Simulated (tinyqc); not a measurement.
What each parameter does: hole subbands of a hard-walled well, four-band Luttinger model.

Hole energies are counted downwards from the unstrained band edge, c = hbar^2/2m0. After the usual block transformation one block is H = [[P + Q - Zs, R - i S], [R + i S, P - Q + Zs]] in (heavy, light), with P +/- Q = c [(g1 +/- g2) k^2 + (g1 -/+ 2 g2) kz^2], R = sqrt(3) c gR k^2, S = 2 sqrt(3) c g3 k kz, kz = -i d/dz; axial approximation gR = (g2 + g3)/2. Zs = b (e_par - e_perp) is the shear part of the strain (the hydrostatic part shifts all levels alike and is left out). Basis sqrt(2/L) sin(n pi z/L), n = 1 to N, for each component: kz^2 gives (n pi/L)^2 and the heavy-light block is R delta_nm - 2 sqrt(3) c g3 k D_nm with D_nm = 4 n m/(L (n^2 - m^2)) for n + m odd, 0 otherwise. The other block has the same levels. The split-off band is left out.

Constants: hbar^2/2m0 = 3.80998211 eV angstrom^2.

Parameters, chosen for this exercise (near those of Ge; the results hold for these values, not for the real material): g1 = 13.35 (Luttinger gamma1); g2 = 4.24 (gamma2); g3 = 5.68 (gamma3); L = 135 angstrom (well width along [001]); Zs = 0 eV (shear strain energy); k = 0.0146 1/angstrom (wave vector in the plane).

N = 20; the three lowest hole energies at the given k and the heavy weight of the lowest. Each row changes one parameter from the base and keeps the others.

Results:

| case | E1 (meV) | E2 (meV) | E3 (meV) | heavy weight |
|---|---|---|---|---|
| base | 18.93 | 30.94 | 71.96 | 0.883 |
| g1 = 14.42 | 22.34 | 37.28 | 78.73 | 0.898 |
| g2 = 4.66 | 17.50 | 27.87 | 69.78 | 0.881 |
| g3 = 5.23 | 19.72 | 32.77 | 70.85 | 0.902 |
| L = 145 angstrom | 17.05 | 27.13 | 64.73 | 0.840 |
| Zs = 0.01 eV | 10.34 | 27.36 | 74.59 | 0.956 |
| k = 0.019 1/angstrom | 21.10 | 33.98 | 83.36 | 0.694 |

The largest shifts from the base row, up to three for each result and ties (the steps differ in size, so this ranks the rows, not the parameters). E1 (meV): Zs -8.59, g1 +3.41, k +2.18. E2 (meV): g1 +6.34, L -3.80, Zs -3.58. E3 (meV): k +11.40, L -7.23, g1 +6.77. heavy weight: k -0.189, Zs +0.073, L -0.043.

Run: tinyqc, `OMP_NUM_THREADS=1 python tinyqc.py 1280724 1280725 out.jsonl`; Intel(R) Xeon(R) Processor @ 2.30GHz, one thread, shared host; about 0.1 s of CPU time with all checks.
